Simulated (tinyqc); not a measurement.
# Off-state leakage of single and stacked transistors: two studies

n-channel devices of unit width. Subthreshold current I(Vg, Vs, Vd) = I0 (T/300 K)^0.5 exp[(Vg - Vs - VT(T) - gb (Vs - Vb) + dd (Vd - Vs))/(nf Vt)] (1 - exp(-(Vd - Vs)/Vt)), VT(T) = VT - cT (T - 300 K). Gate-edge tunnelling Ig (Vd/1 V) exp(ag (Vd - 1 V)), for a gate at 0 V, and band-to-band leakage Ab u exp(-Bb/u), u = Vd - Vb + 1 V, flow at a drain held at V; both are taken as independent of T. In a stack of off transistors (all gates at 0 V) the same subthreshold current passes through each.

Values chosen for this exercise; values of the order met in bulk silicon logic transistors: temperature T = 358 K; supply voltage V = 0.9 V; threshold at 300 K, zero drain and body bias VT = 0.49 V; fall of the threshold with temperature cT = 1 mV/K; current at threshold at 300 K I0 = 0.83 uA/um; slope factor nf = 1.53; drain-induced lowering per volt dd = 0.11; rise of the threshold per volt of source-body bias gb = 0.2; gate-edge tunnelling current at 1 V Ig = 8e-6 uA/um; exponential slope of the gate current ag = 3.7 1/V; prefactor of band-to-band leakage at the drain Ab = 90 uA/(um V); its exponential voltage Bb = 22 V; body voltage Vb = 0 V.

Constants: q = 1.602176634e-19 C, kB = 1.380649e-23 J/K, Vt = kB T/q. Results are converted to the units shown.

Each table varies one quantity; the others keep the values above.

## Subthreshold current against the height of the stack

All n gates at 0 V, bottom source at 0 V, top drain at V; node voltages follow from equal currents.

Result of one run:
columns A: n; B: I (nA/um); C: reduction factor; D: drain voltage of the bottom device (mV); E: source voltage of the top device (mV); F: voltage across the top device (V)
```
A        B       C       D  E        F
1  0.78255  1.0000  900.00  0  0.90000
```

What becomes of these results when the number of transistors in series n is changed from 1 to 4, all else the same?

Result of the changed run:
columns A: n; B: I (nA/um); C: reduction factor; D: drain voltage of the bottom device (mV); E: source voltage of the top device (mV); F: voltage across the top device (V)
```
A         B       C       D       E        F
4  0.037831  20.686  14.769  109.15  0.79085
```

The whole series:
columns A: n; B: I (nA/um); C: reduction factor; D: drain voltage of the bottom device (mV); E: source voltage of the top device (mV); F: voltage across the top device (V)
```
A         B       C       D       E        F
1   0.78255  1.0000  900.00       0  0.90000
2   0.10320  7.5827  72.994  72.994  0.82701
3  0.055249  14.164  24.194  95.507  0.80449
4  0.037831  20.686  14.769  109.15  0.79085
5  0.028796  27.175  10.669  118.99  0.78101
6  0.023259  33.646  8.3617  126.68  0.77332
```

The second transistor cuts the current by a factor of 7.58, the third by a further 1.87 and the sixth by 1.24. The top device keeps 85.9 % of the supply at n = 6, while the drain voltage of the bottom one falls to 0.271 Vt.

## Leakage components against the supply voltage

Same model as above.

One transistor with Vg = Vs = 0, Vd = V; stack factor I(one)/I(two in series).

Results:
```
V (V)  subthreshold (nA/um)  gate edge (nA/um)  band-to-band (nA/um)  total (nA/um)  stack factor  largest part
0.5                  0.3081           6.289e-4               0.05763         0.3663         3.678  subthreshold
0.6                  0.3889           0.001093                0.1537         0.5438         4.358  subthreshold
0.7                  0.4910           0.001846                0.3668         0.8596         5.207  subthreshold
0.8                  0.6199           0.003054                0.7970          1.420         6.265  band-to-band
0.9                  0.7826           0.004973                 1.601          2.388         7.583  band-to-band
1                    0.9879           0.008000                 3.006          4.002         9.222  band-to-band
1.2                   1.575            0.02012                 8.989          10.58         13.79  band-to-band
1.3                   1.988            0.03156                 14.52          16.54         16.94  band-to-band
1.4                   2.509            0.04920                 22.56          25.12         20.84  band-to-band
```

Estimate the missing row, V = 1.1 V.

Computed row:
```
V (V)  subthreshold (nA/um)  gate edge (nA/um)  band-to-band (nA/um)  total (nA/um)  stack factor  largest part
1.1                   1.247            0.01274                 5.330          6.590         11.26  band-to-band
```

With this row back in the table: As V goes from 0.5 to 1.4, the total leakage rises from 0.366 to 25.1 nA/um. The subthreshold part leads at V = 0.5, the band-to-band part from 0.8 on. The reduction by a stack of two rises from 3.68 to 20.8, for the subthreshold part alone.

Numbers from tinyqc (`OMP_NUM_THREADS=1 python tinyqc.py 2242002 2242003 out.jsonl`; about 0.03 s on one thread of a shared Intel Xeon 2.30GHz).
